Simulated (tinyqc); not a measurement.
Surface photovoltage measurement of the minority-carrier diffusion length in a wafer: one step, computed by the program tinyqc. Command: `OMP_NUM_THREADS=1 python tinyqc.py 3130325 3130326 out.jsonl spv walk`. One thread of a shared host (Intel(R) Xeon(R) Processor @ 2.30GHz), about 0.01 s of CPU time with the checks.

Low injection, steady light, a depletion layer much thinner than 1/alpha and L. The excess density dn is taken at the front edge of the neutral region; light that reaches the back is lost.

Problem. The linear plot. alpha = (84.732/lambda - 76.417)^2 per cm with lambda in micrometre (an empirical fit for silicon between 0.7 and 1.05 micrometre). Thick wafer: dn = Phi L/((S_f + D/L)(L + 1/alpha)). Finite wafer, with s = S_b L/D, w = W/L, a = alpha L: dn = [Phi a/(a^2 - 1)] [a - B - exp(-alpha W)(a - s)/(cosh w + s sinh w)]/(S_f + B D/L), B = (sinh w + s cosh w)/(cosh w + s sinh w). Readings y = (Phi/dn) (1 + noise x g) at 780, 830, 880, 920, 950, 975 and 995 nm; a least-squares line y = c (1/alpha + L_app) gives L_app = intercept/slope.

Inputs (values chosen for the exercise, modelled on p-type silicon at room temperature): diffusion length L = 31 micrometre; wafer thickness W = 300 micrometre; diffusivity D = 27.1 cm^2/s; front recombination velocity S_f = 3900 cm/s; back recombination velocity S_b = 280000 cm/s; photon flux entering = 6.6e+12 1/(cm^2 s); relative noise of each reading = 0.2 %.

normal deviates g for the noise: [-0.41, 0.18, -0.30, -0.53, -0.12, -0.47, 1.33]

Give: the table «Readings» with the columns 1/alpha (micrometre), y (cm/s), line (cm/s), for lambda (nm) = 780, 830, 880, 920, 950, 975, 995; slope; apparent length L_app; error of L_app (rounded to 0.001).

Solution.

Readings:
```
lambda (nm)  1/alpha (micrometre)  y (cm/s)  line (cm/s)
780                           9.6     16558        16533
830                          15.2     18838        18799
880                          25.3     22958        22951
920                          40.7     29191        29218
950                          61.3     37623        37650
975                          90.9     49672        49770
995                         130.9     66195        66114
```

slope = 408.9 cm/(s micrometre)

apparent length L_app = 30.80 micrometre

error of L_app (rounded to 0.001) = -0.655 %

At W/L = 9.7 the finite thickness shifts L_app by less than 0.05 %. S_f scales all readings alike and leaves L_app unchanged.
